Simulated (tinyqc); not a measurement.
Ways to reach the isolated limit: finite-size error of a charged defect in a periodic cell: Madelung and Makov-Payne terms. Computed by tinyqc, a small Python program. Command: `OMP_NUM_THREADS=1 python tinyqc.py 3009035 3009036 out.jsonl imagecharge walk`. One thread of a shared host (Intel(R) Xeon(R) Processor @ 2.30GHz), about 0.04 s of CPU time with the checks.

L is the cube root of the cell volume. The defect charge is a Gaussian, rho(r) = q (2 pi sigma^2)^(-3/2) exp(-r^2/2 sigma^2), repeated periodically in a uniform neutralising background and screened by a continuum. The model cell energy is E(L) = E_0 + [periodic - isolated electrostatic energy].

Inputs (values chosen for the exercise, with screening close to that of silicon):

| quantity | value | unit |
|---|---|---|
| charge q | -3 | e |
| cell length L | 18.6 | angstrom |
| dielectric constant eps | 11.5 | - |
| width sigma of the defect charge | 1.3 | angstrom |
| formation energy of the isolated defect E_0 | 5.944 | eV |

Supercell lattice: bcc. Screening: isotropic.

scatter added to the six cells, standing for numerical noise (meV): -15  7.3  0.95  5.4  1.7  15

Constants: e^2/(4 pi eps_0) = 14.39964548 eV angstrom.

Method:
- Cell vectors: (-1,1,1), (1,-1,1), (1,1,-1), scaled to volume L^3.
- Ewald sum for a unit point charge: scale each Cartesian component of the cell by 1/sqrt(eps_i), giving R', G' and V'; E = [ (1/2) sum erfc(eta R')/R' + (2 pi/V') sum exp(-G'^2/4 eta^2)/G'^2 - eta/sqrt(pi) - pi/(2 V' eta^2) ] e^2/(4 pi eps_0) / sqrt(eps_x eps_y eps_z), over n_i = -6..6, omitting n = (0,0,0), eta = 2/V'^(1/3). alpha = -2 E eps_g L/(e^2/(4 pi eps_0)), eps_g = (eps_x eps_y eps_z)^(1/3).
- Periodic energy of the Gaussian: (2 pi q^2/V) sum_(G != 0) exp(-sigma^2 G^2)/(G.eps.G) x e^2/(4 pi eps_0), n_i = -k..k with k = max(9, L/sigma rounded up). Isolated energy: q^2/(2 sqrt(pi) sigma) <1/(n.eps.n)> e^2/(4 pi eps_0), the mean over directions n, here 1/eps.
- Cells of the same shape with L scaled by 0.7, 0.85, 1, 1.25, 1.5 and 2; the scatter is added to E(L).
- The point-charge correction scales as 1/L from its value at the input L.
- Least-squares fits of E(L) to a + b/L, a + c/L^3 or a + b/L + c/L^3; the estimate is a, and errors are against E_0.

Scaling data:

| L (angstrom) | 1/L (1/angstrom) | E(L) (eV) | E(L) + point-charge correction (eV) |
|---|---|---|---|
| 13.02 | 0.0768049 | 4.73318 | 5.98322 |
| 15.81 | 0.0632511 | 4.95214 | 5.98158 |
| 18.60 | 0.0537634 | 5.08852 | 5.96355 |
| 23.25 | 0.0430108 | 5.25890 | 5.95892 |
| 27.90 | 0.0358423 | 5.36786 | 5.95121 |
| 37.20 | 0.0268817 | 5.52381 | 5.96132 |

point-charge correction -q^2 E = 0.875024 eV

nearest image = 20.2949 angstrom

Estimates of E_0:

| way | estimate (eV) | error (meV) |
|---|---|---|
| largest cell, uncorrected | 5.5238 | -420.19 |
| largest cell, point-charge term | 5.9613 | 17.32 |
| 1/L fit, three smallest | 5.9242 | -19.80 |
| 1/L fit, all six | 5.9364 | -7.64 |
| 1/L^3 fit, all six | 5.4390 | -505.01 |
| 1/L and 1/L^3, three smallest | 5.7027 | -241.27 |
| 1/L and 1/L^3, all six | 5.9533 | 9.31 |
| corrected data, 1/L^3 fit | 5.9548 | 10.83 |

coefficient b of the full fit = -16.228 eV angstrom

What follows from these numbers?

Best here: 1/L fit, all six (-7.6 meV); worst: 1/L^3 fit, all six (-505 meV). The fitted b is 99.7 % of the Madelung value -q^2 alpha e^2/(8 pi eps_0 eps_g), so such a fit also measures the screening. The three-term fit to three small cells has no spare point and magnifies the scatter.

Extremes, crossings and ranges named in words are read from the listed rows.
